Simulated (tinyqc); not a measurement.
Rapid thermal processing of a wafer: radiative balance, ramp and cooling, pattern effects, pyrometer error and spike budget: one step, computed by the program tinyqc. Command: `OMP_NUM_THREADS=1 python tinyqc.py 3111683 3111684 out.jsonl rtp walk`. One thread of a shared host (Intel(R) Xeon(R) Processor @ 2.30GHz), about 0.04 s of CPU time with the checks.

The wafer is opaque and uniform through its thickness unless said otherwise; temperatures in formulas are in kelvin (C + 273.15). sigma = 5.670374419e-12 W/(cm^2 K^4).

Problem. Power to hold and to ramp. Effective emissivity between parallel grey plates: eps_eff = 1/(1/eps + 1/(1 - r) - 1). Loss per area q(T) = 2 eps_eff sigma (T^4 - T_w^4) + h (T - T_w). Absorbed power during a ramp = q(T) + C d x ramp rate; thermal time constant tau = C d/(dq/dT), dq/dT = 8 eps_eff sigma T^3 + h; natural cooling rate q/(C d); front-to-back difference under one-sided heating at the end of the ramp = (absorbed power) d/(2 k).

Inputs (values chosen for the exercise, modelled on a hot silicon wafer):
```
quantity                                              value         unit
wafer thickness d                                       625   micrometre
heat capacity per volume C                              2.2   J/(cm^3 K)
thermal conductivity k                                 0.29     W/(cm K)
emissivity eps of each face                            0.66            -
reflectivity of the chamber walls r                    0.15            -
gas heat-transfer coefficient h, both faces together   0.74  mW/(cm^2 K)
wall temperature T_w                                    500            K
process temperature                                    1060            C
ramp rate                                               110          K/s
```

Give: eps_eff; holding power q; power at the end of the ramp; dq/dT; time constant tau; natural cooling rate; front-to-back difference.

Solution.

eps_eff = 0.5911

holding power q = 21.37 W/cm^2

power at the end of the ramp = 36.50 W/cm^2

dq/dT = 64.28 mW/(cm^2 K)

time constant tau = 2.139 s

natural cooling rate = 155.4 K/s

front-to-back difference = 3.933 K

Radiation carries 97 % of the loss. The ramp needs 1.7 times the holding power.
